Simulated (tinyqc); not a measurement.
Metal-interlayer-semiconductor contact, depinning against tunnelling resistance: one step of the calculation.

Zero bias, n-type semiconductor. Gap states at the semiconductor surface thin out as exp(-be ti), which unpins the barrier; electrons must then cross the interlayer (a rectangular barrier, no voltage drop across it) and the parabolic depleted layer, both by WKB. Energies E are counted from the Fermi level; no image force, parabolic bands.

Task. Exponents and integrand on an energy grid. With U = phiB - xi: for xi < E < phiB, y = (E - xi)/U and G1 = (U/E00) [sqrt(1 - y) - y ln((1 + sqrt(1 - y))/sqrt(y))], G1 = 0 above phiB; G2 = 2 ti sqrt(mi max(phiB + dE - E, 0)/C), C = hbar^2/(2 m0); f = 1/(1 + exp(E/Vt)); integrand exp(-G1 - G2) f.

Parameters, values chosen for the exercise; semiconductor values close to those of gallium arsenide; interlayer mass of the order of that in aluminium oxide, offset chosen freely: temperature T = 400 K; interlayer thickness ti = 1.7 nm; conduction-band offset of the interlayer above the semiconductor dE = 2.48 eV; tunnelling mass in the interlayer mi = 0.34 m0.

Constants: q = 1.602176634e-19 C, kB = 1.380649e-23 J/K, hbar = 1.054571817e-34 J s, m0 = 9.1093837015e-31 kg, Vt = kB T/q, hbar^2/(2 m0) = 0.0380998212 eV nm^2. Results are converted to the units shown.

E, point 0 to 15 (eV): [-0.04, 0.006, 0.052, 0.098, 0.144, 0.19, 0.236, 0.282, 0.328, 0.374, 0.42, 0.466, 0.512, 0.558, 0.604, 0.65]
phiB = 0.52811098 eV
xi = -0.040822723 eV
E00 = 0.022482009 eV

Give: G1; G2; f; integrand.

Result.

```
point      G1      G2          f  integrand (1e-13)
0      25.143  17.733    0.76141             0.0000
1      20.242  17.598    0.45659             0.0002
2      16.725  17.463    0.18115             0.0026
3      13.785  17.327   0.055039             0.0169
4      11.241  17.189   0.015103             0.0679
5       9.010  17.050  0.0040212             0.1934
6       7.045  16.911  0.0010619             0.4190
7       5.318  16.770  2.7979e-4             0.7148
8       3.814  16.628  7.3680e-5             0.9768
9       2.525  16.484  1.9400e-5             1.0767
10      1.455  16.340  5.1078e-6             0.9546
11      0.622  16.194  1.3448e-6             0.6689
12      0.081  16.047  3.5407e-7             0.3507
13      0.000  15.898  9.3220e-8             0.1161
14      0.000  15.748  2.4543e-8             0.0355
15      0.000  15.597  6.4619e-9             0.0109
```

tinyqc, about 0.02 s, one thread, Intel Xeon 2.30GHz (shared host): `OMP_NUM_THREADS=1 python tinyqc.py 2270039 2270040 out.jsonl`
